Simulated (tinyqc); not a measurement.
Hueckel theory of the pi electrons, for the molecule Bc1cccc([CH2])c1C=O (SMILES; centres numbered as the heavy atoms are written), step by step. One step of it, computed by the program tinyqc.

Problem. Orbitals. Diagonalise; E = alpha + x beta with beta < 0, so the largest x are filled first; degenerate levels share their electrons. P = sum n_i c_ri c_si; each orbital has its largest coefficient positive (the first on a tie).

Hueckel matrix in units of beta (H = alpha + beta A), lower triangle:
```
            1B        2C        3C        4C        5C        6C        7C        8C
1B   -1.000000
2C    0.700000  0.000000
3C    0.000000  1.000000  0.000000
4C    0.000000  0.000000  1.000000  0.000000
5C    0.000000  0.000000  0.000000  1.000000  0.000000
6C    0.000000  0.000000  0.000000  0.000000  1.000000  0.000000
7C    0.000000  0.000000  0.000000  0.000000  0.000000  1.000000  0.000000
8C    0.000000  1.000000  0.000000  0.000000  0.000000  1.000000  0.000000  0.000000
9C    0.000000  0.000000  0.000000  0.000000  0.000000  0.000000  0.000000  1.000000
10O   0.000000  0.000000  0.000000  0.000000  0.000000  0.000000  0.000000  0.000000

           9C       10O
9C   0.000000
10O  1.000000  1.000000
```

pi electrons, sum of z_r less the charge = 9

Give: x values; occupations; coefficients; charge and bond-order matrix P.

Solution.

x values: 2.2739  1.6868  1.2910  1.0430  0.1203  -0.3826  -0.9210  -1.3464  -1.4952  -2.2698

occupations: 2.0000  2.0000  2.0000  2.0000  1.0000  0.0000  0.0000  0.0000  0.0000  0.0000

coefficients:
```
        MO1      MO2      MO3      MO4      MO5      MO6      MO7      MO8
1B   0.0765  -0.0260   0.1335  -0.1342   0.0970  -0.4183   0.5991   0.0309
2C   0.3577  -0.0999   0.4371  -0.3916   0.1552  -0.3689   0.0676  -0.0153
3C   0.2669  -0.2567   0.5137   0.1094   0.3008   0.2897  -0.3174  -0.4039
4C   0.2491  -0.3331   0.2261   0.5057  -0.1191   0.2581   0.2248   0.5592
5C   0.2996  -0.3052  -0.2218   0.4180  -0.3151  -0.3885   0.1104  -0.3490
6C   0.4322  -0.1817  -0.5124  -0.0697   0.0812  -0.1095  -0.3265  -0.0893
7C   0.1901  -0.1077  -0.3969  -0.0668   0.6750   0.2861   0.3545   0.0663
8C   0.4930   0.1064  -0.0429  -0.4239  -0.3501   0.1442  -0.1642   0.4029
9C   0.3311   0.4611   0.0200   0.0191  -0.2785   0.4232   0.4101  -0.4378
10O  0.2599   0.6714   0.0687   0.4438   0.3166  -0.3061  -0.2135   0.1866

         MO9     MO10
1B    0.6009   0.2286
2C   -0.4251  -0.4148
3C    0.2411   0.3010
4C    0.0646  -0.2684
5C   -0.3377   0.3082
6C    0.4403  -0.4311
7C   -0.2945   0.1899
8C   -0.0262   0.4804
9C    0.0239  -0.2446
10O  -0.0096   0.0748
```

charge and bond-order matrix P, lower triangle:
```
          1B       2C       3C       4C       5C       6C       7C       8C
1B    0.0941
2C    0.2968   0.9886
3C    0.1912   0.6522   0.9164
4C   -0.0314   0.0280   0.6111   0.9738
5C   -0.1402  -0.2948   0.0855   0.7126   0.9130
6C   -0.0347  -0.0353  -0.1932   0.0246   0.5133   0.9809
7C    0.0121  -0.0323  -0.0625  -0.1609   0.0871   0.6742   0.8750
8C    0.1382   0.5716  -0.0336  -0.2316   0.0054   0.4620   0.0188   0.9943
9C   -0.0001   0.1041  -0.1191  -0.0807   0.0118   0.0729  -0.1799   0.5042
10O  -0.0652  -0.1865   0.0569   0.1244  -0.0133  -0.1258   0.0540  -0.0937

         9C     10O
9C   0.7236
10O  0.7228  1.5402
```
